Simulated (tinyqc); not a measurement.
Shortcuts against the integral: sheet resistance and Hall data of a diffused or implanted layer. Computed by tinyqc, a small Python program. Command: `OMP_NUM_THREADS=1 python tinyqc.py 3019911 3019912 out.jsonl layer walk`. One thread of a shared host (Intel(R) Xeon(R) Processor @ 2.30GHz), about 0.01 s of CPU time with the checks.

Carriers are taken equal to the net active doping down to the junction (full ionisation, which deep dopants in wide-gap hosts do not reach; no spill-over, no depletion), and the Hall factor is 1.

Inputs (values chosen for the exercise, modelled on arsenic in silicon):
```
quantity                                 value        unit
mu_min                                    53.1  cm^2/(V s)
mu_max                                    1420  cm^2/(V s)
N_ref                                    9e+16      1/cm^3
exponent alpha                            0.66           -
peak concentration N_0                 3.4e+20      1/cm^3
length scale l                              16          nm
background doping N_B (opposite type)  3.6e+16      1/cm^3
solubility limit N_s                   1.8e+20      1/cm^3
```

Profile: Gaussian at the surface. Activation: limited by solubility.

Constants: e = 1.602176634e-19 C.

Method:
- N(x) = N_0 exp(-x^2/l^2), dose N_0 l sqrt(pi)/2, junction x_j = l sqrt(ln(N_0/N_B)).
- Mobility mu = mu_min + (mu_max - mu_min)/(1 + (N_t/N_ref)^alpha), N_t = active doping + N_B; carriers n = active doping - N_B, active doping min(N, N_s).
- Integrals from x_0 (0 unless stated) to x_j by the midpoint rule on 400 even intervals: 1/R_s = e int n mu dx; sheet density n_s = int n dx; Hall sheet density (int n mu dx)^2/int n mu^2 dx; Hall mobility int n mu^2 dx/int n mu dx.
- Mean conductivity 1/(R_s x_j); mean mobility 1/(e n_s R_s).
- Shortcuts: R_s = 1/(e Q mu) with the dose Q and the mobility at the (active) peak concentration; 1/(e n_s mu) with mu at N_t = n_s/x_j + N_B; 1/(e Q mu_max).

sheet resistance R_s = 269.044 ohm

dose = 4.82107e+14 1/cm^2

sheet density n_s = 3.54552e+14 1/cm^2

junction depth x_j = 48.4068 nm

Sheet resistances:
```
method                                   R_s (ohm)  deviation (%)
integral                                    269.04          0.000
dose, mobility at the peak                  208.48        -22.510
n_s, mobility at the mean concentration     254.03         -5.580
dose, mu_max                                  9.12        -96.611
```

What follows from these numbers?

The closest shortcut is «n_s, mobility at the mean concentration» (-5.6 %). Counting inactive dopants as carriers underestimates R_s.

Extremes, crossings and ranges named in words are read from the listed rows.
